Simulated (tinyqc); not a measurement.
Mobility of a non-polar semiconductor in the relaxation-time approximation. Which input was changed? Computed by tinyqc, a small Python program. Command: `OMP_NUM_THREADS=1 python tinyqc.py 3018771 3018772 out.jsonl rta which`. One thread of a shared host (Intel(R) Xeon(R) Processor @ 2.30GHz), about 0.1 s of CPU time with the checks.

Each valley is treated as a sphere of mass m_d for states and rates, with one isotropic relaxation time; the conductivity mass m_c sets the current.

Inputs (values chosen for the exercise, modelled on holes in germanium): longitudinal mass m_l = 0.297 m_0; transverse mass m_t = 0.297 m_0; equivalent valleys Z = 1; non-parabolicity alpha = 0.29 1/eV; static permittivity eps_s = 16; density rho = 5323 kg/m^3; sound velocity v_l = 5210 m/s; acoustic deformation potential D_A = 5.4 eV; phonon energy hbar w = 38.1 meV; optical or intervalley deformation potential D_o = 8.4 1e8 eV/cm; final valleys Z_f = 1; carrier density n = 1e+16 1/cm^3; compensation ratio C = 0; temperature T = 250 K; alloy fraction x = 0.43; alloy potential U = 0.7 eV; lattice constant a = 5.68 angstrom.

Band: Kane. Impurity formula: Brooks-Herring. Further scattering: alloy.

Constants: k_B = 8.617333262e-05 eV/K; m_0 = 9.1093837015e-31 kg; e = 1.602176634e-19 C; hbar = 1.054571817e-34 J s; eps_0 = 8.8541878128e-12 F/m; k_B = 1.380649e-23 J/K; hbar = 6.582119569e-16 eV s.

Method:
- m_d = (m_l m_t^2)^(1/3); 1/m_c = (1/m_l + 2/m_t)/3; Hall mass factor A = 3 K_m (K_m + 2)/(2 K_m + 1)^2, K_m = m_l/m_t; N_I = n (1 + C)/(1 - C).
- Kane band: hbar^2 k^2/(2 m) = E (1 + alpha E), speed v = hbar k/(m (1 + 2 alpha E)), states per spin, volume and energy g(E) = m k (1 + 2 alpha E)/(2 pi^2 hbar^2); overlap factors are set to 1. Here m = m_d. Masses are multiplied by m_0 and all formulas are in SI units.
- The reduced Fermi level eta = E_F/(k_B T) solves n = 2 Z int g f dE with f = 1/(1 + exp(x - eta)) (Z = 1 unless valleys are given); screening length L_s = sqrt(eps_s eps_0 k_B T/(e^2 dn/deta)), dn/deta = 2 Z int g f (1 - f) dE.
- Integrals over x = E/(k_B T) use 160 Gauss-Legendre points in u = sqrt(x) from 0 to sqrt(max(eta, 0) + 32).
- Phonon occupation N_q = 1/(exp(hbar w/(k_B T)) - 1).
- Acoustic deformation potential (elastic, equipartition, absorption and emission together): 1/tau = 2 pi k_B T D_A^2 g(E)/(hbar rho v_l^2).
- Optical or intervalley deformation potential: 1/tau = (pi Z_f D_o^2/(rho w)) [N_q g(E + hbar w) + (N_q + 1) g(E - hbar w)], with g = 0 below the band edge.
- Each optical term is multiplied by (1 - f(E'))/(1 - f(E)), E' the final energy, for Pauli blocking.
- Singly charged impurities, momentum relaxation: 1/tau = N_I e^4 m (1 + 2 alpha E) Phi/(8 pi (eps_s eps_0)^2 hbar^3 k^3), with alpha = 0 for a parabolic band.
- Brooks-Herring: Phi = ln(1 + b) - b/(1 + b), b = 4 k^2 L_s^2.
- Alloy disorder: 1/tau = (2 pi/hbar) Omega x (1 - x) U^2 g(E), Omega = a^3/4 (other conventions for Omega rescale U).
- mu = (m_d/m_c) (2 Z e/(3 n k_B T)) int g v^2 tau f (1 - f) dE.
- Averages over x are split at the emission threshold x_0 = hbar w/(k_B T): 64 Gauss-Legendre points in sqrt(x) below it and 128 in sqrt(x - x_0) above it, up to x = max(eta, 0) + 32.
- Rates are added at each energy before the average. With <y> = int g v^2 y f (1 - f) dE: Hall factor r_H = A (3 n k_B T/(2 Z m_d)) <tau^2/(1 + 2 alpha E)>/<tau>^2 (alpha = 0 for a parabolic band); Hall mobility r_H mu; |S| = (k_B/e) (<x tau>/<tau> - eta); resistivity 1/(n e mu).

Task: One of these inputs alone was changed, within the range given: optical or intervalley deformation potential D_o (4.2 to 16.8); carrier density n (5e+15 to 2e+16); temperature T (125 to 500); non-parabolicity alpha (0.145 to 0.58). Which one, and to what value?

Results:
```
run     ionised impurity mobility (cm^2/(V s))  acoustic mobility (cm^2/(V s))  resistivity (ohm cm)
before                                 78916.1                        7795.806              0.849463
after                                 112785.5                        4859.564              1.093063
```

Result:

Each candidate set to reproduce ionised impurity mobility, and what it then gives:
```
candidate                                                     range searched  value needed  acoustic mobility (cm^2/(V s))  resistivity (ohm cm)
optical or intervalley deformation potential D_o (1e8 eV/cm)     4.2 to 16.8     no effect                               -                     -
carrier density n (1/cm^3)                                    5e+15 to 2e+16      6.625e15                          7797.1                1.2642
temperature T (K)                                                 125 to 500         338.0                          4859.6                1.0931
non-parabolicity alpha (1/eV)                                  0.145 to 0.58  out of reach                               -                     -
```

Only temperature T fits every result: it went from 250 to 338 K. The next best candidate, carrier density n, misses one result by 60 %.
